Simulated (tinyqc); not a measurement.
UHF in the sto-6g basis, for H4, spin multiplicity 1, step by step. One step of it, computed by the program tinyqc.

Task: Iteration 3: diagonalisation and new density. Diagonalise F' = X^T F X, C = X C', fill 2 alpha and 2 beta electrons from the bottom; D(s) = C_occ C_occ^T. Each column has its largest component positive (the first on a tie).

F(alpha) (hartree), lower triangle:
```
,1H 1s,2H 1s,3H 1s,4H 1s
1H 1s,-0.333343
2H 1s,-0.365425,-0.026923
3H 1s,-0.009056,-0.058829,-0.333425
4H 1s,0.001737,-0.016514,-0.364126,-0.019834
```

F(beta) (hartree), lower triangle:
```
,1H 1s,2H 1s,3H 1s,4H 1s
1H 1s,-0.019834
2H 1s,-0.364126,-0.333425
3H 1s,-0.016514,-0.058829,-0.026923
4H 1s,0.001737,-0.009056,-0.365425,-0.333343
```

X, lower triangle:
```
,1H 1s,2H 1s,3H 1s,4H 1s
1H 1s,1.053381
2H 1s,-0.195827,1.055796
3H 1s,0.007361,-0.042106,1.055796
4H 1s,-0.001511,0.007361,-0.195827,1.053381
```

Give: F' = X^T F X; orbital energies; coefficients C; F' = X^T F X; orbital energies; coefficients C; D(alpha) after iteration 3; D(beta) after iteration 3.

Result:

F' = X^T F X (alpha) (hartree), lower triangle:
```
,1,2,3,4
1,-0.2201
2,-0.3465,0.1128
3,0.0136,-0.0555,-0.2169
4,0.0002,0.0077,-0.3461,0.1153
```

orbital energies (alpha) (hartree): MO1 -0.4507, MO2 -0.4246, MO3 0.2990, MO4 0.3674

coefficients C (alpha):
```
,MO1,MO2,MO3,MO4
1H 1s,0.5468,-0.5678,0.5199,-0.5063
2H 1s,0.3029,-0.2556,-0.6823,0.7296
3H 1s,0.5399,0.5733,-0.4538,-0.5734
4H 1s,0.2603,0.2946,0.7138,0.6956
```

F' = X^T F X (beta) (hartree), lower triangle:
```
,1,2,3,4
1,0.1153
2,-0.3461,-0.2169
3,0.0077,-0.0555,0.1128
4,0.0002,0.0136,-0.3465,-0.2201
```

orbital energies (beta) (hartree): MO1 -0.4507, MO2 -0.4246, MO3 0.2990, MO4 0.3674

coefficients C (beta):
```
,MO1,MO2,MO3,MO4
1H 1s,0.2603,0.2946,0.7138,0.6956
2H 1s,0.5399,0.5733,-0.4538,-0.5734
3H 1s,0.3029,-0.2556,-0.6823,0.7296
4H 1s,0.5468,-0.5678,0.5199,-0.5063
```

D(alpha) after iteration 3, lower triangle:
```
,1H 1s,2H 1s,3H 1s,4H 1s
1H 1s,0.6214
2H 1s,0.3108,0.1571
3H 1s,-0.0303,0.0170,0.6202
4H 1s,-0.0250,0.0035,0.3094,0.1546
```

D(beta) after iteration 3, lower triangle:
```
,1H 1s,2H 1s,3H 1s,4H 1s
1H 1s,0.1546
2H 1s,0.3094,0.6202
3H 1s,0.0035,0.0170,0.1571
4H 1s,-0.0250,-0.0303,0.3108,0.6214
```
